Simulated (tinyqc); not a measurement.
Exponent and activation energy from three stresses.

Inverse problem. Oxide breakdown follows t63 = a V^(-n) exp(Ea q/(kB T)). Find n, Ea and the E-model slope gamma = n/E (cm/MV) at the higher voltage, E = V/tox.

Inputs (values chosen for the exercise):
```
symbol,value,unit,meaning
tox,5.6,nm,oxide thickness
```

Constants: q = 1.602176634e-19 C, kB = 1.380649e-23 J/K. Results are converted to the units shown.

t63 at (4.78 V, 423 K), (6.28 V, 423 K) and (6.28 V, 448 K) (s): 10762.760  1.2838753  0.43966085

Answer. The two voltages give n and the two temperatures Ea.

n = 33.10
Ea = 0.7000 eV
gamma = 2.952 cm/MV

tinyqc, about 0.01 s, one thread, Intel Xeon 2.30GHz (shared host): `OMP_NUM_THREADS=1 python tinyqc.py 2070101 2070102 out.jsonl`
